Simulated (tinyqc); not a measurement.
# MOS inversion layer, Poisson-Schroedinger loop: effect of the temperature

Electrons confined at an insulator interface at z = 0, treated as a hard wall; parabolic valleys, Hartree approximation, no image or exchange terms. The depletion charge lies far deeper than the electrons and gives a uniform field q Nd/(eps0 eps_r); the gate balances all charge. Energies are counted from the band edge at the interface.

Schroedinger equation -(C/mz) psi'' + (V0 + U) psi = E psi, C = hbar^2/(2 m0), psi(0) = 0, on a uniform mesh of 800 nodes with a far wall at 23 nm, 8 levels a set; V0 = q Nd z/(eps0 eps_r); dU/dz = q (Ns - integral of n from 0 to z)/(eps0 eps_r), U(0) = 0; N_k = g md m0 q Vt/(pi hbar^2) ln(1 + exp((EF - E_k)/Vt)), g the number of valleys of the set, sum N_k = Ns. Triangular well: E_k = a_k (C F^2/mz)^(1/3), a_1 = 2.338107, a_2 = 4.087949, C = hbar^2/(2 m0), F in eV/nm. Fang-Howard (all electrons in the lowest level of set A): b^3 = 6 (mz1/C) q (Nd + 11 Ns/32)/(eps0 eps_r), centroid 3/b, level C b^2/(4 mz1) + (3/b) q (Nd + 11 Ns/16)/(eps0 eps_r). The centroid adds 3.9 z_av/eps_r to an oxide-equivalent thickness. Shares under 0.0001 % are printed as 0.

Values chosen for this exercise; masses and permittivity close to those of germanium (100):
```
symbol,value,unit,meaning
eps_r,15.9,,relative permittivity
mz1,0.119,m0,mass along z of valley set A (4 valley(s))
md1,0.292,m0,in-plane density-of-states mass of set A
Ns,1.7e12,cm^-2,sheet density of electrons
Nd,3.5e12,cm^-2,sheet density of depletion charge
```

Constants: q = 1.602176634e-19 C, kB = 1.380649e-23 J/K, hbar = 1.054571817e-34 J s, m0 = 9.1093837015e-31 kg, Vt = kB T/q, eps0 = 8.8541878128e-14 F/cm where lengths are in cm, hbar^2/(2 m0) = 0.0380998212 eV nm^2. Results are converted to the units shown.

The same in every row: Fang-Howard centroid (nm) = 3.14.

Effect of the temperature:

| T (K) | A1 (meV) | A2 (meV) | EF (meV) | share of A1 (%) | share of A2 (%) | centroid z_av (nm) | added oxide equivalent (nm) |
|---|---|---|---|---|---|---|---|
| 20 | 230 | 377 | 233 | 100 | 0 | 2.95 | 0.725 |
| 50 | 230 | 377 | 231 | 100 | 0 | 2.95 | 0.725 |
| 77 | 230 | 377 | 227 | 100 | 0 | 2.95 | 0.725 |
| 120 | 230 | 377 | 220 | 100 | 0 | 2.95 | 0.725 |
| 200 | 230 | 377 | 204 | 100 | 0.0221 | 2.96 | 0.725 |
| 300 | 230 | 377 | 180 | 99.6 | 0.363 | 2.96 | 0.727 |
| 400 | 230 | 377 | 152 | 98.5 | 1.45 | 2.99 | 0.733 |
| 500 | 230 | 378 | 122 | 96.5 | 3.27 | 3.04 | 0.746 |

As T goes from 20 to 500, A1 stays near 230 meV, the share of A1 falls from 100 to 96.5 % and the centroid rises from 2.95 to 3.04 nm. EF lies more than 2 meV above A1 for T = 20. The Fang-Howard centroid is 6.3 % above the full one in the first row, where A1 holds 100 %, and 3.3 % above it in the last, where A1 holds 96.5 %.

Program tinyqc, `OMP_NUM_THREADS=1 python tinyqc.py 2160165 2160166 out.jsonl`; Intel Xeon 2.30GHz, shared host, one thread, about 0.4 s.
